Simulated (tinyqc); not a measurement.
Inside a calculation. Model: surface segregation during layer-by-layer epitaxy: two-layer exchange kinetics and the shape of quantum wells and delta layers. Computed by tinyqc, a small Python program that keeps every step. Command: `OMP_NUM_THREADS=1 python tinyqc.py 3015086 3015087 out.jsonl mbeseg walk`. One thread of a shared host (Intel(R) Xeon(R) Processor @ 2.30GHz), about 0.01 s of CPU time with the checks. Intermediate numbers are printed to about 7 digits and carried at full precision; extremes and crossings named in words are read from the listed rows.

Atoms A and B exchange only between the growing layer and the one below it. B is supplied for N layers, then pure A follows.

Inputs (values chosen for the exercise, close to those used for indium in GaAs):
```
quantity                                   value      unit
barrier E1 for B to move up                 1.85        eV
segregation energy E_s                      0.21        eV
attempt frequency nu                          10       THz
growth rate G                               0.47  layers/s
share x0 of B in the flux during the well   0.17         -
layers in the well N                           1         -
layer thickness                             2.83  angstrom
temperature T                                500         C
```

Constants: k_B = 8.617333262e-05 eV/K.

## Exchange rates

p1 = nu exp(-E1/(k_B T)) (B up, A down), p2 = nu exp(-(E1 + E_s)/(k_B T)) (B down); time per layer tau = 1/G; K = p1/p2. Temperatures in kelvin are T(C) + 273.15. Dilute equilibrium share passed up per layer R_eq = K/(1 + K).

p1 = 8.725196 1/s

p2 = 0.3731558 1/s

p1 tau = 18.56425

K = 23.38218

R_eq = 0.9589864

Exchange is fast against growth: the two layers are near equilibrium.

## The second layer

Each layer is deposited complete with B share x_dep and then exchanges for the time tau = 1/G with the layer below, whose share is b (total c = s + b fixed): ds/dt = p1 b (1 - s) - p2 s (1 - b), s(0) = x_dep. With the roots s1 < s2 of the right side, (s - s1)/(s - s2) = [(s(0) - s1)/(s(0) - s2)] exp(-(p1 - p2)(s2 - s1) tau). The lower layer is then buried with c - s, and s becomes the b of the next layer. Layer 1 is deposited on pure A with share x0; with nothing to lift from below, take b = 0 and s(0) = x0 for it. Then layer 2 has x_dep = 0.

share in layer 1 after its exchange = 0.1618114

root s1 for layer 2 = 0.1540816

root s2 for layer 2 = 1.097087

share in layer 2 after its exchange = 0.1540816

share buried in layer 1 = 0.007729789

## Buried profile

In the dilute tail each layer passes up the share R = R_eq (1 - exp(-(p1 + p2) tau)); decay length = -layer thickness/ln R. Index 0 is the last layer of pure A below the well. Share of B outside the intended layers 1..N = 1 - (sum over 1..N)/(N x0).

Share of B:
```
layer  intended       buried
0          0.00  0.008188632
1          0.17  0.007729789
2          0.00  0.007303501
3          0.00  0.006906704
4          0.00  0.006536704
5          0.00  0.006191126
6          0.00  0.005867869
7          0.00  0.005565067
11         0.00  0.004527595
16         0.00  0.003534233
26         0.00  0.002204670
```

share passed up R = 0.9589864

decay length = 67.57668 angstrom

peak share (largest buried share) = 0.008188632

share of B outside the well = 0.9545307

The peak reaches 5 % of x0. B is missing at the lower interface and trails into the cap. Caution: two-layer exchange with complete layers is a simplification that can understate segregation at low temperature; desorption, step-edge exchange and surfactants are left out.

## Kinetic against equilibrium segregation over temperature

R_eq = K/(1 + K).

Segregation:
```
T (C)        p1 tau       R_eq          R  decay length (angstrom)  peak share
380    1.130046e-01  0.9765938  0.1067116                  1.26473   0.1516202
420    7.531133e-01  0.9711329  0.5239518                  4.37840   0.0824108
460    4.080722e+00  0.9652411  0.9511618                 56.51964   0.0101776
500    1.856425e+01  0.9589864  0.9589864                 67.57668   0.0081886
540    7.275916e+01  0.9524350  0.9524350                 58.07100   0.0094603
580    2.508838e+02  0.9456492  0.9456492                 50.64101   0.0107678
620    7.742937e+02  0.9386869  0.9386869                 44.72658   0.0120995
660    2.169598e+03  0.9315999  0.9315999                 39.94252   0.0134449
```

The decay length peaks at 500 C among these rows: below, exchange is too slow; above, equilibrium rules and K = exp(E_s/(k_B T)) falls. p1 tau passes 1 between 420 and 460 C, below which sharp interfaces can be grown. Caution: decay lengths below one layer thickness are only formal. Caution: in the hottest rows B can desorb, which is left out.

Checks made by the program: closed form against integration of the exchange equation (relative difference below 1e-10); conservation of B (relative difference below 1e-10).
